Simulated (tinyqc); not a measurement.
Thermal stress and diffusional relaxation in a metal film: Coble and Nabarro-Herring creep, cooling and holds: one step, computed by the program tinyqc. Command: `OMP_NUM_THREADS=1 python tinyqc.py 3018498 3018499 out.jsonl creep walk`. One thread of a shared host (Intel(R) Xeon(R) Processor @ 2.30GHz), about 0.1 s of CPU time with the checks.

A thin film on a rigid substrate is stress-free at T0. Tension is positive and the film creeps linearly: d sigma/dt = -M (mismatch) dT/dt - sigma/tau.

Task: Elastic stress after a quench. Thermoelastic slope = M x mismatch; sigma_0 = slope x (T0 - T).

Inputs (values chosen for the exercise, modelled on aluminium films on silicon):
```
quantity                    value    unit
biaxial modulus M             110     GPa
expansion mismatch           21.1  1e-6/K
stress-free temperature T0    350       C
hold temperature T            200       C
```

Give: thermoelastic slope; stress after a quench sigma_0.

Result:

thermoelastic slope = 2.321 MPa/K

stress after a quench sigma_0 = 348.15 MPa
